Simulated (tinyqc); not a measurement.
FCI on RHF in the sto-6g basis, for H4, spin multiplicity 1, step by step. Computed by tinyqc, a small Python program that keeps every step (integrals from PySCF). Settings: charge = 0, multiplicity = 1, basis = sto-6g, method = RHF, energy threshold = 1e-10, iteration cap = 78, orthogonalisation = symmetric, start = atomic densities, DIIS depth = 6, ci = FCI. Command: `OMP_NUM_THREADS=1 python tinyqc.py 20485 20486 out.jsonl` (the two numbers bound the seeds that draw the settings). One thread of a shared host (Intel(R) Xeon(R) Processor @ 2.60GHz), about 0.09 s of CPU time with the checks. The early iterations of the SCF are left out here.

## One-electron integrals

Geometry (angstrom):
```
atom       x       y       z
H     0.0000  0.0000  0.0000
H     0.0000  0.0000  0.9790
H     0.0000  1.9860  0.0000
H     0.0000  1.9860  0.9790
```

Basis sto-6g: exponents (1/bohr^2) and contraction coefficients of normalised primitives:
```
element  l (shell)  exponent  coefficient
H            s (1)   35.5232       0.0092
H            s (1)    6.5131       0.0494
H            s (1)    1.8221       0.1685
H            s (1)    0.6260       0.3706
H            s (1)    0.2431       0.4165
H            s (1)    0.1001       0.1303
```

Overlap, kinetic and nuclear-attraction integrals over the contracted functions; the nuclear repulsion is the sum of Za Zb / Rab.

nuclear repulsion = 2.091951 hartree

overlap S:
```
        1H 1s   2H 1s   3H 1s   4H 1s
1H 1s  1.0000  0.5092  0.1226  0.0846
2H 1s  0.5092  1.0000  0.0846  0.1226
3H 1s  0.1226  0.0846  1.0000  0.5092
4H 1s  0.0846  0.1226  0.5092  1.0000
```

kinetic energy T (hartree):
```
         1H 1s    2H 1s    3H 1s    4H 1s
1H 1s   0.7685   0.1194  -0.0115  -0.0120
2H 1s   0.1194   0.7685  -0.0120  -0.0115
3H 1s  -0.0115  -0.0120   0.7685   0.1194
4H 1s  -0.0120  -0.0115   0.1194   0.7685
```

nuclear attraction V (hartree):
```
         1H 1s    2H 1s    3H 1s    4H 1s
1H 1s  -2.2672  -1.0860  -0.2259  -0.1600
2H 1s  -1.0860  -2.2672  -0.1600  -0.2259
3H 1s  -0.2259  -0.1600  -2.2672  -1.0860
4H 1s  -0.1600  -0.2259  -1.0860  -2.2672
```

core Hamiltonian H = T + V (hartree):
```
         1H 1s    2H 1s    3H 1s    4H 1s
1H 1s  -1.4987  -0.9665  -0.2373  -0.1720
2H 1s  -0.9665  -1.4987  -0.1720  -0.2373
3H 1s  -0.2373  -0.1720  -1.4987  -0.9665
4H 1s  -0.1720  -0.2373  -0.9665  -1.4987
```

## Two-electron integrals

Functions are numbered as in S; the eight-fold symmetry (ij|kl) = (ji|kl) = (kl|ij) leaves the list below.

Two-electron integrals (ij|kl) in chemists' order, unique and non-zero (hartree):
```
(11|11) 0.7750   (21|11) 0.3192   (21|21) 0.1668   (22|11) 0.4849
(22|21) 0.3192   (22|22) 0.7750   (31|11) 0.0572   (31|21) 0.0262
(31|22) 0.0443   (31|31) 0.0077   (32|11) 0.0347   (32|21) 0.0188
(32|22) 0.0372   (32|31) 0.0048   (32|32) 0.0035   (33|11) 0.2655
(33|21) 0.1306   (33|22) 0.2386   (33|31) 0.0572   (33|32) 0.0372
(33|33) 0.7750   (41|11) 0.0372   (41|21) 0.0188   (41|22) 0.0347
(41|31) 0.0048   (41|32) 0.0034   (41|33) 0.0347   (41|41) 0.0035
(42|11) 0.0443   (42|21) 0.0262   (42|22) 0.0572   (42|31) 0.0060
(42|32) 0.0048   (42|33) 0.0443   (42|41) 0.0048   (42|42) 0.0077
(43|11) 0.1306   (43|21) 0.0679   (43|22) 0.1306   (43|31) 0.0262
(43|32) 0.0188   (43|33) 0.3192   (43|41) 0.0188   (43|42) 0.0262
(43|43) 0.1668   (44|11) 0.2386   (44|21) 0.1306   (44|22) 0.2655
(44|31) 0.0443   (44|32) 0.0347   (44|33) 0.4849   (44|41) 0.0372
(44|42) 0.0572   (44|43) 0.3192   (44|44) 0.7750
```

## Orthogonalisation

S = U s U^T; symmetric (Loewdin) form X = U s^(-1/2) U^T, so that X^T S X = 1.

eigenvalues of S: 0.4528  0.5289  1.3019  1.7164

X:
```
         1H 1s    2H 1s    3H 1s    4H 1s
1H 1s   1.1252  -0.3054  -0.0560  -0.0005
2H 1s  -0.3054   1.1252  -0.0005  -0.0560
3H 1s  -0.0560  -0.0005   1.1252  -0.3054
4H 1s  -0.0005  -0.0560  -0.3054   1.1252
```

## Iteration 3 (converged): orbitals

converged F (hartree):
```
         1H 1s    2H 1s    3H 1s    4H 1s
1H 1s  -0.2597  -0.4893  -0.0977  -0.0855
2H 1s  -0.4893  -0.2597  -0.0855  -0.0977
3H 1s  -0.0977  -0.0855  -0.2597  -0.4893
4H 1s  -0.0855  -0.0977  -0.4893  -0.2597
```

Diagonalise F' = X^T F X, C = X C', fill 2 alpha and 2 beta electrons from the bottom; D = 2 C_occ C_occ^T. Each column has its largest component positive (the first on a tie).

F' = X^T F X (hartree):
```
         1        2        3        4
1  -0.0082  -0.4807  -0.0578   0.0036
2  -0.4807  -0.0082   0.0036  -0.0578
3  -0.0578   0.0036  -0.0082  -0.4807
4   0.0036  -0.0578  -0.4807  -0.0082
```

orbital energies (hartree): MO1 -0.5431, MO2 -0.4346, MO3 0.4111, MO4 0.5339

coefficients C:
```
          MO1      MO2      MO3      MO4
1H 1s  0.3816   0.4382   0.6875   0.7430
2H 1s  0.3816   0.4382  -0.6875  -0.7430
3H 1s  0.3816  -0.4382   0.6875  -0.7430
4H 1s  0.3816  -0.4382  -0.6875   0.7430
```

D after iteration 3:
```
         1H 1s    2H 1s    3H 1s    4H 1s
1H 1s   0.6754   0.6754  -0.0927  -0.0927
2H 1s   0.6754   0.6754  -0.0927  -0.0927
3H 1s  -0.0927  -0.0927   0.6754   0.6754
4H 1s  -0.0927  -0.0927   0.6754   0.6754
```

## Convergence

Stop when the energy changes by less than 1e-10 hartree and every element of the error matrix X^T (F D S - S D F) X is below 3e-06.

Course of the cycle:
```
iteration  E (hartree)     change  largest element of the error matrix
1            -1.459213          -                             5.65e-16
2            -2.139610  -6.80e-01                             1.05e-15
3            -2.139610     0.0000                             4.92e-16
```

PySCF RHF in the same basis = -2.139610 hartree

Converged in 3 iterations.

## Integrals over molecular orbitals

(pq|rs) = sum C_ip C_jq C_kr C_ls (ij|kl), one index at a time.

one-electron integrals over orbitals h = C^T H C (hartree):
```
         1        2        3        4
1  -1.6748   0.0000   0.0000   0.0000
2   0.0000  -1.5791   0.0000   0.0000
3   0.0000   0.0000  -1.1298   0.0000
4   0.0000   0.0000   0.0000  -1.0311
```

Two-electron integrals over orbitals (pq|rs), unique and non-zero (hartree):
```
(11|11) 0.4384   (21|21) 0.1911   (22|11) 0.4422   (22|22) 0.4512
(31|31) 0.1025   (32|32) 0.0921   (33|11) 0.4308   (33|22) 0.4369
(33|33) 0.4427   (41|32) 0.0899   (41|41) 0.0878   (42|31) 0.1072
(42|42) 0.1139   (43|21) 0.1907   (43|43) 0.2079   (44|11) 0.4372
(44|22) 0.4461   (44|33) 0.4505   (44|44) 0.4604
```

## FCI: determinants and Hamiltonian

Hartree-Fock energy = -2.139610 hartree

Slater-Condon rules over spin orbitals, with the nuclear repulsion added and E(HF) subtracted on the diagonal. Only determinants linked to the reference directly or through others are kept (one block of an abelian symmetry group), so some states are absent.

Occupation strings over the orbitals (2 doubly, a alpha, b beta, 0 empty; spin orbitals ordered 1a 1b 2a 2b ...): 2200 aabb 2020 abab 2002 abba baab 0220 baba 0202 bbaa 0022

H - E(HF) between determinants (hartree):
```
         2200     aabb     2020     abab     2002     abba     baab     0220
2200   0.0000  -0.0173   0.0921  -0.0899   0.1139   0.1072   0.1072   0.1025
aabb  -0.0173   1.0616   0.0899  -0.0921  -0.1072  -0.1139  -0.1025  -0.1072
2020   0.0921   0.0899   1.0217   0.1008   0.2079  -0.1907  -0.1907   0.1911
abab  -0.0899  -0.0921   0.1008   1.2442   0.1907  -0.2079  -0.1911   0.1907
2002   0.1139  -0.1072   0.2079   0.1907   1.2916  -0.0835  -0.0835   0.0000
abba   0.1072  -0.1139  -0.1907  -0.2079  -0.0835   1.2806   0.0000  -0.0835
baab   0.1072  -0.1025  -0.1907  -0.1911  -0.0835   0.0000   1.2806  -0.0835
0220   0.1025  -0.1072   0.1911   0.1907   0.0000  -0.0835  -0.0835   1.2711
baba  -0.0899  -0.0878   0.1008   0.0000   0.1907  -0.1911  -0.2079   0.1907
0202   0.0878   0.0899   0.0000   0.1008   0.1911  -0.1907  -0.1907   0.2079
bbaa  -0.0173   0.0000   0.0899  -0.0878  -0.1072  -0.1025  -0.1139  -0.1072
0022   0.0000  -0.0173   0.0878  -0.0899   0.1025   0.1072   0.1072   0.1139

         baba     0202     bbaa     0022
2200  -0.0899   0.0878  -0.0173   0.0000
aabb  -0.0878   0.0899   0.0000  -0.0173
2020   0.1008   0.0000   0.0899   0.0878
abab   0.0000   0.1008  -0.0878  -0.0899
2002   0.1907   0.1911  -0.1072   0.1025
abba  -0.1911  -0.1907  -0.1025   0.1072
baab  -0.2079  -0.1907  -0.1139   0.1072
0220   0.1907   0.2079  -0.1072   0.1139
baba   1.2442   0.1008  -0.0921  -0.0899
0202   0.1008   1.4797   0.0899   0.0921
bbaa  -0.0921   0.0899   1.0616  -0.0173
0022  -0.0899   0.0921  -0.0173   2.1991
```

## FCI: roots

Diagonalise (each vector has its largest component positive (the first on a tie)); all determinants have Ms = 0, so triplets appear too. The lowest singlet root is the correlation energy.

lowest roots of this matrix, relative to E(HF) (hartree): -0.0700  0.6355  0.6653  1.0358  1.0608  1.2380  1.2779  1.2875

lowest vectors:
```
       root 1   root 2  root 3   root 4
2200   0.9697   0.0203  0.0000   0.2166
aabb   0.0077  -0.2669  0.4082   0.1346
2020  -0.0991   0.6170  0.0000   0.5806
abab   0.0808   0.1217  0.4082  -0.3439
2002  -0.0910  -0.4011  0.0000   0.2841
abba  -0.0886   0.1452  0.4082   0.2093
baab  -0.0886   0.1452  0.4082   0.2093
0220  -0.0849  -0.4048  0.0000   0.3712
baba   0.0808   0.1217  0.4082  -0.3439
0202  -0.0673   0.2825  0.0000  -0.0178
bbaa   0.0077  -0.2669  0.4082   0.1346
0022   0.0298  -0.0073  0.0000  -0.1915
```

<S^2> of these roots: 0.0000  0.0000  6.0000  0.0000  2.0000  2.0000  0.0000  2.0000

weight of the ground state by excitation level 0, 1, 2, ...: 0.9404  0.0000  0.0587  0.0000  0.0009
